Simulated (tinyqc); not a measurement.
Configuration-coordinate model of carrier capture at a defect: sweeps and comparisons. A value that a table varies takes the place of the one given here.

Two parabolas of equal curvature k in one coordinate Q: with the carrier free at the band edge, U_f = k Q^2/2; with the carrier trapped, U_t = k (Q - dQ)^2/2 - ET. ER = k dQ^2/2, Huang-Rhys factor S = ER/hw, hw = 0.0646541 sqrt(k/M) eV for k in eV/angstrom^2 and M in u. The curves cross at a height Eb = (ER - ET)^2/(4 ER) above the free minimum.

Multiphonon factor for giving p = ET/hw phonons to the lattice: W = exp(-S (2 nb + 1)) ((nb + 1)/nb)^(p/2) I_p(x), nb = 1/(exp(hw/kT) - 1), x = 2 S sqrt(nb (nb + 1)), I_p the modified Bessel function. Classical limit: W = hw exp(-Eb/kT)/sqrt(4 pi ER kT). At T = 0: exp(-S) S^p/Gamma(p + 1).

Constants: kB = 8.617333262e-05 eV/K.

Parameters, chosen for this exercise (of the size met at a vacancy centre in SiC; the results hold for these values, not for the real material):
- ET = 1.09 eV (thermal depth of the level below the band edge)
- ER = 0.49 eV (relaxation energy)
- hw = 0.043 eV (phonon energy of the mode)
- T = 350 K (temperature)

## Capture against temperature

The local activation energy is -d ln W/d(1/kT), by central differences with T changed by 1 %.

Against T:

| T (K) | kT/hw | log10 W | log10 W, classical | activation energy (eV) |
|---|---|---|---|---|
| 40 | 0.080 | -3.844 | -23.672 | 0.0000 |
| 60 | 0.120 | -3.844 | -16.046 | 0.0001 |
| 80 | 0.160 | -3.838 | -12.251 | 0.0006 |
| 120 | 0.240 | -3.794 | -8.482 | 0.0050 |
| 160 | 0.321 | -3.701 | -6.616 | 0.0141 |
| 220 | 0.441 | -3.512 | -5.108 | 0.0325 |
| 300 | 0.601 | -3.243 | -4.053 | 0.0576 |
| 400 | 0.802 | -2.950 | -3.344 | 0.0830 |
| 550 | 1.102 | -2.624 | -2.782 | 0.1070 |

log10 W at T = 0 = -3.844
Eb = 0.1837 eV

How do the results move?

At 40 K log10 W is -3.84, against -3.84 at T = 0 and -23.7 classically; at 550 K the two forms differ by +0.16. The activation energy read from an Arrhenius plot goes from 0.000 eV at 40 K to 0.107 at 550 K, with its largest value 0.107 at 550 K, against Eb = 0.184 eV; the classical form itself gives Eb - kT/2. A measured slope therefore understates the barrier.

## Capture against depth of the level

ET is varied at fixed ER, hw and T, as by moving the band edge with alloying or pressure.

Against ET:

| ET/ER | ET (eV) | Eb (eV) | log10 W | log10 W, classical |
|---|---|---|---|---|
| 0.10 | 0.049 | 0.0992 | -2.339 | -2.430 |
| 0.25 | 0.122 | 0.0689 | -1.914 | -1.993 |
| 0.50 | 0.245 | 0.0306 | -1.398 | -1.442 |
| 0.75 | 0.367 | 0.0077 | -1.110 | -1.111 |
| 1.00 | 0.490 | 0.0000 | -1.033 | -1.001 |
| 1.25 | 0.613 | 0.0077 | -1.146 | -1.111 |
| 1.50 | 0.735 | 0.0306 | -1.431 | -1.442 |
| 2.00 | 0.980 | 0.1225 | -2.455 | -2.765 |
| 3.00 | 1.470 | 0.4900 | -5.976 | -8.057 |

What can be read from the table?

Capture is fastest at ET/ER = 1 among these rows, where the barrier vanishes or nearly so. The classical form is symmetric about ET = ER; the quantum one gives -1.40 at 0.5 and -1.43 at 1.5, against -1.44 for both. At ET = 3 ER it lies 2.1 decades above the classical value: deep levels capture by emitting many phonons, and the rate falls with depth by 7.2 decades per eV between the last two rows. Rows deeper than the gap of the host are formal.

## Phonon side bands at T = 0

Weights exp(-S) S^j/j! of the line with j phonons, S = ER/hw; absorption at ET + j hw, emission at ET - j hw (a dash if negative).

Lines:

| j | weight | absorption (eV) | emission (eV) |
|---|---|---|---|
| 0 | 0.00001 | 1.090 | 1.090 |
| 1 | 0.00013 | 1.133 | 1.047 |
| 2 | 0.00073 | 1.176 | 1.004 |
| 3 | 0.00277 | 1.219 | 0.961 |
| 4 | 0.00790 | 1.262 | 0.918 |
| 5 | 0.01801 | 1.305 | 0.875 |
| 6 | 0.03421 | 1.348 | 0.832 |
| 7 | 0.05568 | 1.391 | 0.789 |
| 8 | 0.07932 | 1.434 | 0.746 |
| 9 | 0.10043 | 1.477 | 0.703 |
| 10 | 0.11444 | 1.520 | 0.660 |
| 11 | 0.11855 | 1.563 | 0.617 |
| 12 | 0.11258 | 1.606 | 0.574 |
| 13 | 0.09868 | 1.649 | 0.531 |

What can be read from the table?

The zero-phonon line holds 0.00112 % of the band and the largest weight falls on j = 11, next to S = 11.40; the lines listed add to 0.7434.

## What each parameter does

Eb, log10 W and the full width 2.35482 sqrt(ER hw coth(hw/2kT)). Each row changes one parameter from the base and keeps the others.

Results:

| case | Eb (eV) | log10 W | full width (eV) |
|---|---|---|---|
| base | 0.1837 | -3.089 | 0.4368 |
| ET = 1.13 eV | 0.2090 | -3.344 | 0.4368 |
| ER = 0.54 eV | 0.1400 | -2.666 | 0.4585 |
| hw = 0.0516 eV | 0.1837 | -2.873 | 0.4495 |
| T = 380 K | 0.1837 | -3.004 | 0.4503 |

What can be read from the table?

The largest shifts from the base row, up to three for each result and ties (the steps differ in size, so this ranks the rows, not the parameters). Eb (eV): ER -0.0436, ET +0.0253; unchanged at the printed digits by hw and T. log10 W: ER +0.423, ET -0.255, hw +0.216. full width (eV): ER +0.0217, T +0.0136, hw +0.0127; unchanged at the printed digits by ET.

(tinyqc, `OMP_NUM_THREADS=1 python tinyqc.py 1451422 1451423 out.jsonl`, Intel(R) Xeon(R) Processor @ 2.30GHz, 1 thread, shared host, about 0.01 s.)
